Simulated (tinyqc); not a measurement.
What each parameter does: ellipsoidal valleys in the axes of a wafer and a channel.

Valleys with axes a along [111], [1-1-1], [-11-1] and [-1-11], one whole valley each; inverse mass tensor w = 1/mt + (1/ml - 1/mt) a a. Device axes: z = nz/|nz|, x = nx/|nx|, y = z cross x; in them a = (ax, ay, az). Confinement mass mz = 1/w_zz. In the plane w_ij is replaced by u_ij = w_ij - w_iz w_jz/w_zz (i, j = x, y); density-of-states mass md = 1/sqrt(det u); conductivity mass along x mc = 1/u_xx; ballistic transport mass mx = u_yy/det u, width mass my = 1/u_yy.

Hard walls: E_n = c (n pi/t)^2/mz, c = hbar^2/2m0, n = 1, 2, 3. Non-degenerate share of a valley proportional to md sum_n exp(-E_n/kT); mean 1/mc = sum of share/mc. 1 nm = 10 angstrom.

Constants: hbar^2/2m0 = 3.80998211 eV angstrom^2; kB = 8.617333262e-05 eV/K.

Values chosen for the exercise (near those of the L valleys of Ge; not measured data):
- ml = 1.622 m0 (longitudinal mass)
- mt = 0.081 m0 (transverse mass)
- nz = (1, 1, 1) (surface normal (confinement))
- nx = (1, -1, 0) (channel direction)
- t = 7.3 nm (thickness of the film)
- T = 400 K (temperature)

Lowest E1, its share and the mean conductivity mass.

One parameter was then changed.

Results before and after:

| case | lowest E1 (meV) | share | mean mc (m0) |
|---|---|---|---|
| base | 4.35 | 0.5767 | 0.1012 |
| changed | 5.37 | 0.6776 | 0.0955 |

Which of these changes was made? (a) mt = 0.089 m0; (b) T = 360 K; (c) ml = 1.46 m0; (d) t = 6.57 nm.
Answer: (d) t = 6.57 nm. Of the candidates, run in turn, only this one gives the changed row.

All candidates:

| case | lowest E1 (meV) | share | mean mc (m0) |
|---|---|---|---|
| base | 4.35 | 0.5767 | 0.1012 |
| ml = 1.46 m0 | 4.83 | 0.5783 | 0.1010 |
| mt = 0.089 m0 | 4.35 | 0.5382 | 0.1136 |
| t = 6.57 nm | 5.37 | 0.6776 | 0.0955 |
| T = 360 K | 4.35 | 0.6257 | 0.0984 |

Computed by tinyqc, a small Python program: `OMP_NUM_THREADS=1 python tinyqc.py 1850765 1850766 out.jsonl` (the numbers bound the seed that draws the inputs); one thread of a shared host (Intel(R) Xeon(R) Processor @ 2.30GHz), about 0.01 s for the whole set of steps.
